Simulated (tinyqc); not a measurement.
k.p theory built from an empirical-pseudopotential calculation at Gamma: sweeps and comparisons. A value that a table varies takes the place of the one given here.

Empirical pseudopotential on the fcc lattice, atoms at +/- tau, tau = a (1,1,1)/8, no spin-orbit coupling. H(G,G') = c (2 pi/a)^2 |k + G|^2 delta + VS(q) cos(q.tau) + i VA(q) sin(q.tau), q = G - G', c = hbar^2/2m0; k and G in units of 2 pi/a; VS at |q|^2 = 3, 8, 11 and VA at 3, 4, 11, in rydberg, zero elsewhere. The basis is fixed: all 113 G with |G|^2 up to Gcut. Energies are counted from the fourth level at Gamma.

k.p in the lowest n states at Gamma: H_nm = (E_n + c k^2) delta + 2 c k.<n|G|m>, k in 1/angstrom; with all states of the basis it is exact.

Empirical pseudopotential on the fcc lattice, atoms at +/- tau, tau = a (1,1,1)/8, no spin-orbit coupling. H(G,G') = c (2 pi/a)^2 |k + G|^2 delta + VS(q) cos(q.tau) + i VA(q) sin(q.tau), q = G - G', c = hbar^2/2m0; k and G in units of 2 pi/a; VS at |q|^2 = 3, 8, 11 and VA at 3, 4, 11, in rydberg, zero elsewhere. The basis holds all G with |G|^2 up to a cut-off. Energies are counted from the fourth level at Gamma.

For a multiplet A of d_A states, W(B) = (4 c/(3 d_A)) sum over n in A, m in B and i = x, y, z of |<n|G_i|m>|^2 (G in 1/angstrom, <n|G_i|m> = sum_G c_n(G)* G_i c_m(G)); the mean inverse mass of A is 1 + sum_B W(B)/(E_A - E_B). Multiplets with W = 0 are left out.

Valence parameters: D(u) = c + 4 c^2 sum_m <n|u.G|m><m|u.G|n'>/(0 - E_m) on the valence triplet, in units of c, has eigenvalues L, M, M along [100] and (L + 2M + 2N)/3, (L + 2M - N)/3 twice along [111]; g1 = -(L + 2M)/3, g2 = -(L - M)/6, g3 = -N/6.

Constants: hbar^2/2m0 = 3.80998211 eV angstrom^2; Ry = 13.60569312 eV.

Values chosen for the exercise (near those of Si; the results hold for these values, not for the real material):
- a = 5.419 angstrom (lattice constant)
- VS = (-0.21, 0.042, 0.079) Ry (symmetric form factors)
- VA = (0, 0, 0) Ry (antisymmetric form factors)
- Gcut = 20 (2 pi/a)^2 (largest |G|^2 of the fixed basis)
- VS3 = -0.21 Ry
- VS8 = 0.042 Ry
- VS11 = 0.079 Ry
- VA3 = 0 Ry
- VA4 = 0 Ry
- VA11 = 0 Ry

## How many bands a k.p model needs: band 5 from Gamma to K

Band 5 (counted from below) at k = f (0.75, 0.75, 0) 2 pi/a; n ends on whole multiplets.

Energies (eV):
```
f      n = 8  n = 15  n = 27  n = 113 (exact)
0.000  3.384   3.384   3.384            3.384
0.125  3.474   3.441   3.439            3.438
0.250  3.744   3.660   3.651            3.648
0.375  4.194   3.803   3.800            3.793
0.500  4.825   3.602   3.600            3.586
0.625  5.635   3.110   3.107            3.084
0.750  6.625   2.520   2.516            2.479
0.875  7.796   1.975   1.969            1.915
1.000  9.146   1.540   1.533            1.457
```

With n = 8 the band stays within 0.05 eV of the exact one up to f = 0.125 (error at K: +7.690 eV). With n = 15 the band stays within 0.05 eV of the exact one up to f = 0.750 (error at K: +0.084 eV). With n = 27 the band stays within 0.05 eV of the exact one up to f = 0.750 (error at K: +0.076 eV). A smaller basis can only raise a level. The exact band has its minimum on these points at f = 1.000; n = 8 puts it at f = 0.000.

## Convergence with the plane-wave basis

E_s is the lowest empty singlet, Ep its W to the valence triplet, m its mass.

Results:
```
cut-off  plane waves  E_s (eV)  Ep (eV)  m (m0)    g1    g2    g3
8                 27     3.936    21.56  0.1549  4.44  0.40  1.55
11                51     4.008    21.42  0.1582  4.35  0.45  1.48
12                59     3.981    21.41  0.1575  4.50  0.41  1.52
16                65     3.981    21.41  0.1575  4.54  0.40  1.53
19                89     3.960    21.47  0.1564  4.52  0.43  1.52
20               113     3.928    21.52  0.1551  4.51  0.44  1.53
24               137     3.930    21.52  0.1551  4.51  0.43  1.53
```

Against the last row, E_s errs most, by +0.078 eV, at cut-off 11, and by -0.003 eV in the last row but one. Ep varies by 0.7 % over the table and m by 2.1 %: the mass, near E_s/Ep, inherits the errors of both. Local form factors fix the converged values only roughly. The gap is a difference of two levels, so it need not converge steadily, and here it does not.

## What each form factor does (empirical-pseudopotential levels)

Lowest empty singlet and triplet at Gamma and the valence width there (fixed basis); lowest empty level at X = (1,0,0) and L = (1/2,1/2,1/2) from the valence top, these levels and that top with all |k + G|^2 up to 21. Singlet and triplet count orbital degeneracy. VS3 is VS at |q|^2 = 3, and so on. The row for a keeps the form factors fixed, so it is no model of a real expansion, which changes them too. Each row changes one parameter from the base and keeps the others.

Results:
```
case                singlet (eV)  triplet (eV)  X (eV)  L (eV)  width (eV)
base                       3.928         3.384   0.894   1.875      12.703
a = 5.473 angstrom         3.941         3.409   1.024   1.945      12.395
VS3 = -0.2 Ry              3.989         3.240   0.651   1.783      12.760
VS8 = 0.052 Ry             4.405         3.334   0.974   2.101      12.623
VS11 = 0.089 Ry            4.421         3.623   1.156   2.192      12.518
VA3 = 0.03 Ry              3.962         3.405   0.638   1.869      12.706
VA4 = 0.03 Ry              3.796         3.466   0.448   1.917      12.694
VA11 = 0.03 Ry             3.799         3.344   0.610   1.816      12.713
```

The largest shifts from the base row, up to three for each result and ties (the steps differ in size, so this ranks the rows, not the parameters). singlet (eV): VS11 +0.493, VS8 +0.478, VA4 -0.132. triplet (eV): VS11 +0.239, VS3 -0.144, VA4 +0.082. X (eV): VA4 -0.446, VA11 -0.284, VS11 +0.262. L (eV): VS11 +0.318, VS8 +0.226, VS3 -0.092. width (eV): a -0.308, VS11 -0.185, VS8 -0.080. In a diamond crystal a small VA enters the levels at Gamma and L only in second order, by symmetry, but splits the degenerate pair at X in first order.

Computed by tinyqc, a small Python program: `OMP_NUM_THREADS=1 python tinyqc.py 1080985 1080986 out.jsonl` (the numbers bound the seed that draws the inputs); one thread of a shared host (Intel(R) Xeon(R) Processor @ 2.30GHz), about 0.6 s for the whole set of steps.
